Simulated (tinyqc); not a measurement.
Mesh size and shift: special k points of the simple cubic lattice.

Lattice vectors in units of a: a1 = (1, 0, 0), a2 = (0, 1, 0), a3 = (0, 0, 1); reciprocal vectors b_i with a_i . b_j = 2 pi delta_ij. Mesh: k = sum_i f_i b_i with f_i = (2 j_i + shift)/(2 N), j_i = 0 .. N-1. The point group of the lattice has 48 operations; only those that map the mesh onto itself are used.

A_m(k) = sum over the m-th star of lattice vectors R of cos(k . R), stars in order of length: m = 1: |R|^2 = 1, 6 vectors, such as (1, 0, 0) in the basis a_i; m = 2: |R|^2 = 2, 12 vectors, such as (1, 1, 0) in the basis a_i; m = 3: |R|^2 = 3, 8 vectors, such as (1, 1, 1) in the basis a_i; m = 4: |R|^2 = 4, 6 vectors, such as (2, 0, 0) in the basis a_i; m = 5: |R|^2 = 5, 24 vectors, such as (2, 1, 0) in the basis a_i; m = 6: |R|^2 = 6, 24 vectors, such as (2, 1, 1) in the basis a_i. The zone mean of every A_m is zero.

Test function, the lower band of a two-band insulator: E(k) = -sqrt(D^2 + (e0 - t A_1(k))^2).

Inputs chosen for the exercise:

| symbol | value | unit | meaning |
|---|---|---|---|
| D | 2.45 | eV | half gap term |
| t | 0.39 | eV | coupling |
| e0 | 0.59 | eV | offset |

Errors of the mean of E against the unshifted mesh with N = 24. The fifth column is |R|^2 of the shortest star with a non-zero mean.

Meshes:

| mesh | points | irreducible | operations | \|R\|^2 missed | error (meV) |
|---|---|---|---|---|---|
| 1 Gamma | 1 | 1 | 48 | 1.00 | -329.608 |
| 1 shifted | 1 | 1 | 48 | 1.00 | -1138.140 |
| 2 Gamma | 8 | 4 | 48 | 4.00 | -146.708 |
| 2 shifted | 8 | 1 | 48 | 4.00 | 161.166 |
| 3 Gamma | 27 | 4 | 48 | 9.00 | -3.635 |
| 3 shifted | 27 | 4 | 48 | 9.00 | 3.377 |
| 4 Gamma | 64 | 10 | 48 | 16.00 | 0.510 |
| 4 shifted | 64 | 4 | 48 | 16.00 | -0.504 |
| 5 Gamma | 125 | 10 | 48 | 25.00 | 0.030 |
| 5 shifted | 125 | 10 | 48 | 25.00 | -0.031 |
| 6 Gamma | 216 | 20 | 48 | 36.00 | -0.002 |
| 6 shifted | 216 | 10 | 48 | 36.00 | 0.002 |

reference mean = -2.68121 eV

What can be read from this table?

The shifted mesh has the smaller error for 2 of 6 values of N and the larger for 2; the rest agree at the printed digits. The cheapest mesh within 1 meV is 4 shifted, with 4 irreducible points. A mesh misses the lattice vectors N (n1 a1 + n2 a2 + ...); the half shift gives each the sign (-1)^(n1 + n2 + ...), so the 6 shortest ones add up to -6 in place of 6: their term only changes sign. The shift keeps the full symmetry; it leaves fewer irreducible points for N = 2, 4 and 6.

Program tinyqc; command `OMP_NUM_THREADS=1 python tinyqc.py 1652578 1652579 out.jsonl`; about 0.2 s on one thread of a shared Intel(R) Xeon(R) Processor @ 2.30GHz.
